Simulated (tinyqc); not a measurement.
# Box-like doped layer, carriers, mobility and sheet resistance: effect of the temperature

An n-type layer from the surface x = 0 to the junction xj, N(x) = N0 for x < xb and N0 10^(-(x - xb)/Lt) beyond. Local neutrality (no depletion at surface or junction, no spilling of carriers), intrinsic carriers neglected, full ionisation of active dopants.

xj = xb + Lt log10(N0/Nb). Active dopant A = min(N, Ns); n = A - Nb; mobility mu = m1 + (m2 (T/300 K)^(-bt) - m1)/(1 + ((A + Nb)/Nr)^am). Dose = integral of N, carrier sheet density = integral of n, 1/Rs = q integral of n mu, mean mobility 1/(q Rs sheet density), Hall mobility (unit Hall factor) = integral of n mu^2 over integral of n mu, Hall sheet density = (integral of n mu)^2/integral of n mu^2; all from 0 to xj. Integrals on 4000 steps.

Inputs (values chosen for the exercise); values close to those of phosphorus in silicon over a p-type background: background doping of the opposite type Nb = 1e17 cm^-3; peak chemical concentration N0 = 9.8e18 cm^-3; mobility limit at high doping m1 = 71.2 cm^2/(V s); mobility limit at low doping, at 300 K m2 = 1400 cm^2/(V s); reference doping of the mobility law Nr = 9.03e16 cm^-3; exponent of the mobility law am = 0.724; temperature exponent of m2 bt = 2.2; solubility limit of active dopant Ns = 3.95e20 cm^-3; depth of the flat top xb = 12 nm; abruptness of the tail Lt = 0.85 nm/decade.

Constants: q = 1.602176634e-19 C. Results are converted to the units shown.

The same in every row: xj (nm) = 13.69; dose (cm^-2) = 1.212e13; carriers (cm^-2) = 1.198e13.

Result of one run:

| T (K) | Rs (ohm/square) | mean mobility (cm^2/(V s)) | Rs xj (ohm nm) | Hall/true sheet density |
|---|---|---|---|---|
| 250 | 3765 | 138.4 | 5.155e4 | 0.9810 |

What becomes of these results when the temperature T is changed from 250 to 200 K, all else the same?

Result of the changed run:

| T (K) | Rs (ohm/square) | mean mobility (cm^2/(V s)) | Rs xj (ohm nm) | Hall/true sheet density |
|---|---|---|---|---|
| 200 | 2855 | 182.5 | 3.909e4 | 0.9703 |

The whole series:

| T (K) | Rs (ohm/square) | mean mobility (cm^2/(V s)) | Rs xj (ohm nm) | Hall/true sheet density |
|---|---|---|---|---|
| 150 | 1842 | 282.8 | 2.522e4 | 0.9560 |
| 200 | 2855 | 182.5 | 3.909e4 | 0.9703 |
| 250 | 3765 | 138.4 | 5.155e4 | 0.9810 |
| 300 | 4514 | 115.4 | 6.181e4 | 0.9881 |
| 350 | 5107 | 102.0 | 6.993e4 | 0.9926 |
| 400 | 5568 | 93.56 | 7.624e4 | 0.9953 |
| 450 | 5925 | 87.92 | 8.113e4 | 0.9970 |
| 500 | 6204 | 83.97 | 8.495e4 | 0.9981 |
| 550 | 6423 | 81.11 | 8.795e4 | 0.9988 |

As T goes from 150 to 550, xj stays at 13.7 nm, Rs rises from 1840 to 6420 ohm/square, the mean mobility falls from 283 to 81.1 cm^2/(V s) and the share of the dose that conducts stays at 98.9 %.

tinyqc, about 0.01 s, one thread, Intel Xeon 2.30GHz (shared host): `OMP_NUM_THREADS=1 python tinyqc.py 2110131 2110132 out.jsonl`
